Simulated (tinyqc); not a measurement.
Chemical vapour deposition: Grove model, boundary layer, depletion and step coverage: one step, computed by the program tinyqc. Command: `OMP_NUM_THREADS=1 python tinyqc.py 3010106 3010107 out.jsonl cvd walk`. One thread of a shared host (Intel(R) Xeon(R) Processor @ 2.30GHz), about 0.03 s of CPU time with the checks.

A precursor diffuses to the surface and reacts there at first order; each molecule that reacts adds one formula unit of film.

Task: Gas-phase and surface constants. k_s = k0 exp(-E/(k_B T)); C_g = Y p/(k_B T), 1 torr = 133.322 Pa; D = D0 (T/273.15)^1.75 (760/p). Temperatures in kelvin are T(C) + 273.15. Mean speed c = sqrt(8 k_B T/(pi M)); reactive sticking probability beta = 4 k_s/c.

Inputs (values chosen for the exercise, close to those used for silicon dioxide from an alkoxysilane): prefactor k0 of k_s = 1.1e+09 cm/s; activation energy E = 1.98 eV; temperature T = 730 C; total pressure p = 760 torr; mole fraction of the precursor Y = 0.016; gas diffusivity D0 at 273.15 K and 760 torr = 0.41 cm^2/s; precursor mass M = 208 u.

Reactor: horizontal, atmospheric.

Constants: k_B = 1.380649e-23 J/K; u = 1.6605390666e-27 kg; k_B = 8.617333262e-05 eV/K.

Give: surface rate constant k_s; precursor density C_g; gas diffusivity D; mean speed c; sticking probability beta.

Result:

surface rate constant k_s = 0.12416 cm/s

precursor density C_g = 1.1705e+17 1/cm^3

gas diffusivity D = 3.9946 cm^2/s

mean speed c = 31955 cm/s

sticking probability beta = 1.5541e-05
